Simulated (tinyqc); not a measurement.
Threshold of a short bulk MOSFET: charge sharing, barrier lowering, narrow width: one step of the calculation.

n-channel device on a p-type body, depletion approximation, full ionisation. Uniform doping N = Na. Vbi from Boltzmann statistics is rough for the degenerate source. Cox = eps0 eox/tox.

Problem. Long-channel threshold and scales. ni = sqrt(Nc Nv) exp(-Eg/(2 Vt)), Eg in volts; 2 pB = 2 Vt ln(N/ni); flat band Vfb - Vt ln(N/Na); Wd = sqrt(2 eps0 eps_r (2 pB - Vbs)/(q N)); body term q N Wd/Cox; long-channel VT0 = flat band + 2 pB + body term; Vbi = Vt ln(N Nsd/ni^2); scale length l = sqrt((eps_r/eox) tox Wd).

Parameters, values chosen for the exercise; band and dielectric values close to those of silicon:
```
symbol    value   unit                                                                 meaning
T           300      K                                                             temperature
Eg         1.12     eV                                                                band gap
eps_r      11.5                                                          relative permittivity
Nc      2.81e19  cm^-3                                  conduction-band density of states at T
Nv      2.65e19  cm^-3                                     valence-band density of states at T
eox         3.9         relative permittivity of the gate insulator (close to silicon dioxide)
tox         3.7     nm                                                     insulator thickness
Na       5.9e17  cm^-3                                                          channel doping
Nsd        1e20  cm^-3                                                 source and drain doping
Vfb       -0.98      V                                     flat-band voltage for the doping Na
Vbs          -1      V                                                     body-source voltage
```

Constants: q = 1.602176634e-19 C, kB = 1.380649e-23 J/K, Vt = kB T/q, eps0 = 8.8541878128e-14 F/cm where lengths are in cm. Results are converted to the units shown.

Give: N; 2 pB; flat band; Wd; body term; VT0; Vbi; l.

Solution.

N = 5.9000e17 cm^-3
2 pB = 0.92176 V
flat band = -0.98000 V
Wd = 64.344 nm
body term = 0.65171 V
VT0 = 0.59348 V
Vbi = 1.0545 V
l = 26.495 nm

Program tinyqc, `OMP_NUM_THREADS=1 python tinyqc.py 2002074 2002075 out.jsonl`; Intel Xeon 2.30GHz, shared host, one thread, about 0.01 s.
